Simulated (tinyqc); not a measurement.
## Gain of the pnp from the holding current

Inverse problem. On state with both base-emitter voltages at Von: npn base current Ib = (Von/Rs + bp Von/Rw)/(bn bp - 1), holding current Ih = (bn + 1) Ib + Von/Rs. Find bp.

Inputs (values chosen for the exercise): current gain of the npn bn = 8.3; substrate resistance shunting the npn Rs = 960 ohm; well resistance shunting the pnp Rw = 2900 ohm; base-emitter voltage in the on state Von = 0.72 V.

Ih = 1.4291388 mA

Solution. Ih gives Ib, and Ib (bn bp - 1) = Von/Rs + bp Von/Rw is linear in bp.

bp = 2.30

Computed by the program tinyqc: `OMP_NUM_THREADS=1 python tinyqc.py 2670029 2670030 out.jsonl`, one thread of a shared Intel Xeon 2.30GHz, about 0.04 s for the whole run.
